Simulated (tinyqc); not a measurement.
Resonant-tunnelling diode, transfer matrices and Tsu-Esaki current: two steps of the calculation.

Emitter (band edge 0), barrier d1, well Lw, barrier d2, collector (edge -V). The bias drops linearly over these layers and none in the contacts; each layer is cut into ns equal slices, flat at the value of their centres. E is the energy of motion across the layers, C = hbar^2/(2 m0), psi and psi'/m are continuous. Transport is coherent, T(E) is taken as independent of the transverse momentum, and charge in the well is ignored.

Parameters, values chosen for the exercise; masses and offsets close to those of InGaAs wells and InAlAs barriers: mass in the well, spacer and contacts mw = 0.042 m0; barrier height U1 = 0.51 eV; barrier mass m1 = 0.077 m0; emitter barrier d1 = 2.9 nm; well width Lw = 5.9 nm; collector barrier d2 = 2.9 nm; slices in each layer ns = 1; bias of the collector V = 0.068 V.

Constants: q = 1.602176634e-19 C, hbar = 1.054571817e-34 J s. Results are converted to the units shown.

Problem 1. Slices under bias. U = edge of the layer - V x/Lt at the centre x of each slice, Lt the summed thickness.

Find: U; m; width.

Solution 1.

```
slice   U (eV)  m (m0)  width (nm)
0       0.5016   0.077       2.900
1      -0.0340   0.042       5.900
2       0.4504   0.077       2.900
```

Problem 2. Breit-Wigner parameters from a parabola through 1/T(E). Near a resonance 1/T(E) = (1/Tp) [1 + (2 (E - Er)/G)^2]. With y = 1/T(E) at E0 - h, E0, E0 + h: a = (y1 + y3 - 2 y2)/(2 h^2), b = (y3 - y1)/(2 h), Er = E0 - b/(2 a), 1/Tp = y2 - b^2/(4 a), G = 2 sqrt(1/(Tp a)), tau = hbar/G.

three energies (eV): 0.065601  0.066191  0.066781
T(E) at these energies: 0.66697266  0.79901890  0.30350625

Wanted: Er; Tp; G; tau.

Solution 2.

Er = 0.06596 eV
Tp = 0.9297
G = 1.143 meV
tau = 575.6 fs

The true maximum of T(E) lies at 0.065957 eV with height 0.9353 and full width 1.129 meV; the fitted G is 1.3 % above that width.

tinyqc, about 0.03 s, one thread, Intel Xeon 2.30GHz (shared host): `OMP_NUM_THREADS=1 python tinyqc.py 2600045 2600046 out.jsonl`
